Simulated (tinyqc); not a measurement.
Inside a calculation: metal-induced gap states at the contact of a metal chain and a two-band chain. Values are carried at full precision from step to step, so a last printed digit may differ when a step is redone from the rounded ones.

The semiconductor alternates sites A at -Eg/2 and C at +Eg/2 with hopping -t; the gap runs from -Eg/2 to Eg/2. In the gap cosh(q a) = 1 + (Eg^2/4 - E^2)/(2 t^2) and the amplitude changes by -exp(-q a) a period. The metal has site energy 0 and hopping -tm; its end site has g_m = (E - i sqrt(4 tm^2 - E^2))/(2 tm^2). Sites 1, 2, ... count into the semiconductor, with energies e1, e2 alternating. The clean half chain has g1 = 1/(E - e1 - t^2 g2), g2 = 1/(E - e2 - t^2 g1), decaying root. With the contact G11 = 1/(1/g1 - tc^2 g_m), and the density on site j is -Im G_jj/pi = |psi_j/psi_1|^2 (-Im G11/pi), per spin, with psi_2/psi_1 = -t g2, psi_3/psi_2 = -t g1.

Constants: e^2/(4 pi eps0) = 14.39964547 eV angstrom.

Parameters, chosen for this exercise (gap and optical dielectric constant near those of Si; the chain itself is a model; shifted at random, so the results belong to these values and not to a real crystal):
- Eg = 1.16 eV (gap)
- t = 2.3 eV (hopping in the semiconductor)
- a = 3.84 angstrom (period (two sites); one chain for each area a^2)
- E = 0.4 eV (energy from mid-gap)
- tm = 2.04 eV (hopping in the metal)
- tc = 1.44 eV (hopping across the contact)
- end = A (site that touches the metal)
- eps = 11.8 (dielectric constant)

## Decay in the gap

Form cosh(q a), l = exp(-q a), q and the decay length 1/(2q) of the density.

cosh(q a) = 1.01667
l = 0.83330
q = 0.04749 1/angstrom
xi, the decay length of the density = 10.529 angstrom

## Green functions

The decaying root is g1 = (1 - l)/(E - e1), g2 = (1 - l)/(E - e2), l = exp(-q a). Form them, g_m and G11.

g1, g2 (1/eV): [0.17010, -0.92609]

g_m = 0.04806-0.48783i 1/eV
G11 = 0.16789-0.02939i 1/eV

## Density site by site

D1 = -Im G11/pi, D2 = (t g2)^2 D1, and each further period multiplies by l^2. The sum over all sites is (D1 + D2)/(1 - l^2). The Green functions stand in the order g1, g2.

density on sites 1 to 8 (1/eV): [0.00935, 0.04244, 0.00650, 0.02947, 0.00451, 0.02046, 0.00313, 0.01421]

Ds, the density per spin summed over the semiconductor = 0.16947 1/eV

The first period holds 31 % of the gap states at this energy.

## Pinning factor

Gap states per area N = 2 Ds/a^2 (two spins). Charge in them sits a distance xi from the metal, so S = 1/(1 + 4 pi e^2 N xi/eps), e^2 meaning e^2/(4 pi eps0); S is the change of the barrier per change of the metal work function.

N = 2.299e+14 1/(eV cm^2)
4 pi e^2 N xi/eps = 3.7113
S = 0.2123

Strong pinning, near the Bardeen limit S = 0.

## Checks

- g1 from the closed form against decimation: both 0.170097.

(tinyqc, `OMP_NUM_THREADS=1 python tinyqc.py 1450113 1450114 out.jsonl`, Intel(R) Xeon(R) Processor @ 2.30GHz, 1 thread, shared host, about 0.01 s.)
